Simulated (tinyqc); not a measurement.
Worked calculation: LDA (VWN5) atom on a uniform radial grid, spin-unpolarised, for Be. Computed by tinyqc, a small Python program that keeps every step. Settings: Z = 4, points = 192, R = 10.5, functional = lda,vwn, mixing = 0.4, iteration cap = 61. Command: `OMP_NUM_THREADS=1 python tinyqc.py 20157 20158 out.jsonl` (the two numbers bound the seeds that draw the settings). One thread of a shared host (Intel(R) Xeon(R) Processor @ 2.60GHz), about 0.4 s of CPU time with the checks. Later iterations appear only in the table of the cycle.

## Iteration 1

Spherical atom on a uniform radial grid r_j = j h with h = R/(N + 1), h sum u^2 = 1 and integrals as h times sums, u(0) = u(R) = 0 (atomic units):
```
parameter            value
Z                        4
points N               192
R                10.500000
h                 0.054404
mixing            0.400000
electrons in 1s          2
electrons in 2s          2
```

Three-point differences turn -u''/2 + [l(l+1)/2r^2 - Z/r + V] u = e u into a tridiagonal matrix (diagonal 1/h^2 + potential, off-diagonal -1/2h^2). D = sum f u^2; the Hartree potential y/r solves y'' = -D/r with y(0) = 0, y(R) = N_e; v_xc comes from rho = D/(4 pi r^2); E = sum f e - int D V + int D (V_H/2 + eps_xc); V(new) = V + mixing (V_H + v_xc - V).

eigenvalues (hartree): 1s -7.907464, 2s -1.994115

Every 12th grid point:
```
r              V in     u(1s)      u(2s)         D       V_H       v_xc
0.652850   0.000000  0.773676  -0.299911  1.377043  4.513657  -0.694599
1.305699   0.000000  0.115941  -0.872689  1.550058  2.817722  -0.468622
1.958549   0.000000  0.013031  -0.644864  0.832038  2.008684  -0.302152
2.611399   0.000000  0.001302  -0.338363  0.228982  1.527707  -0.172034
3.264249   0.000000  0.000122  -0.150487  0.045293  1.224954  -0.092765
3.917098   0.000000  0.000011  -0.060660  0.007359  1.021118  -0.048318
4.569948   0.000000  9.58e-07  -0.022903  0.001049  0.875279  -0.024410
5.222798   0.000000  8.21e-08  -0.008253  0.000136  0.765873  -0.011975
5.875648   0.000000  6.92e-09  -0.002871  0.000016  0.680776  -0.005720
6.528497   0.000000  5.76e-10  -0.000972  1.89e-06  0.612698  -0.002672
7.181347   0.000000  4.75e-11  -0.000322  2.07e-07  0.556999  -0.001227
7.834197   0.000000         0  -0.000105  2.19e-08  0.510582  -0.000556
8.487047   0.000000         0  -0.000034  2.25e-09  0.471306  -0.000249
9.139896   0.000000         0  -0.000011  2.22e-10  0.437642  -0.000110
9.792746   0.000000         0  -3.06e-06  1.87e-11  0.408466  -0.000046
10.445596  0.000000         0  -1.83e-07         0  0.382937   0.000000
```

total energy = -13.38133900 hartree

## Iteration 2

As before.

eigenvalues (hartree): 1s -5.884992, 2s -1.095620

Every 12th grid point:
```
r              V in     u(1s)      u(2s)         D       V_H       v_xc
0.652850   1.527623  0.815969  -0.168051  1.388092  4.275050  -0.696335
1.305699   0.939640  0.151648  -0.758029  1.195210  2.687361  -0.432563
1.958549   0.682613  0.022106  -0.712854  1.017300  1.964525  -0.321222
2.611399   0.542269  0.002926  -0.480088  0.460986  1.516759  -0.212309
3.264249   0.452875  0.000368  -0.276920  0.153369  1.222664  -0.133500
3.917098   0.389120  0.000045  -0.146090  0.042685  1.020685  -0.081745
4.569948   0.340347  0.000005  -0.072761  0.010588  0.875202  -0.049130
5.222798   0.301559  6.25e-07  -0.034821  0.002425  0.765859  -0.029046
5.875648   0.270022  7.24e-08  -0.016183  0.000524  0.680774  -0.016903
6.528497   0.244010  8.33e-09  -0.007354  0.000108  0.612698  -0.009691
7.181347   0.222309  9.50e-10  -0.003283  0.000022  0.556998  -0.005482
7.834197   0.204011  1.08e-10  -0.001443  4.17e-06  0.510582  -0.003065
8.487047   0.188423  1.22e-11  -0.000625  7.81e-07  0.471306  -0.001694
9.139896   0.175013         0  -0.000263  1.38e-07  0.437642  -0.000917
9.792746   0.163368         0  -0.000097  1.89e-08  0.408466  -0.000457
10.445596  0.153175         0  -0.000007  8.49e-11  0.382937  -0.000073
```

total energy = -13.96423531 hartree

## Convergence

Stop when input and output potentials agree to 1e-7.

Course of the cycle (hartree):
```
iteration             E      e(1s)      e(2s)  largest |V(out) - V(in)|
1          -13.38133900  -7.907464  -1.994115                  6.66e+00
2          -13.96423531  -5.884992  -1.095620                  3.41e+00
3          -14.17345166  -4.830708  -0.651573                  1.69e+00
4          -14.24153063  -4.294090  -0.430219                  8.19e-01
5          -14.26160726  -4.028025  -0.319113                  3.85e-01
6          -14.26701792  -3.899383  -0.263075                  1.80e-01
7          -14.26838029  -3.838493  -0.234678                  8.29e-02
8          -14.26870934  -3.810159  -0.220201                  3.81e-02
9          -14.26878727  -3.797166  -0.212763                  1.76e-02
10         -14.26880567  -3.791294  -0.208906                  8.07e-03
11         -14.26881005  -3.788684  -0.206887                  3.74e-03
...                 ...        ...        ...                       ...
22         -14.26881148  -3.786802  -0.204565                  1.25e-05
23         -14.26881148  -3.786803  -0.204563                  7.56e-06
24         -14.26881148  -3.786804  -0.204562                  4.57e-06
25         -14.26881148  -3.786804  -0.204562                  2.75e-06
26         -14.26881148  -3.786805  -0.204561                  1.66e-06
27         -14.26881148  -3.786805  -0.204561                  9.98e-07
28         -14.26881148  -3.786805  -0.204561                  6.00e-07
29         -14.26881148  -3.786805  -0.204561                  3.61e-07
30         -14.26881148  -3.786805  -0.204561                  2.17e-07
31         -14.26881148  -3.786805  -0.204561                  1.30e-07
32         -14.26881148  -3.786805  -0.204561                  7.84e-08
```

Converged in 32 iterations. A uniform grid resolves the cusp poorly: for a bare nucleus this grid gives 1s at -7.90746 against -Z^2/2 = -8 hartree. Before convergence this energy mixes input and output and is not variational, so it may rise towards its limit.
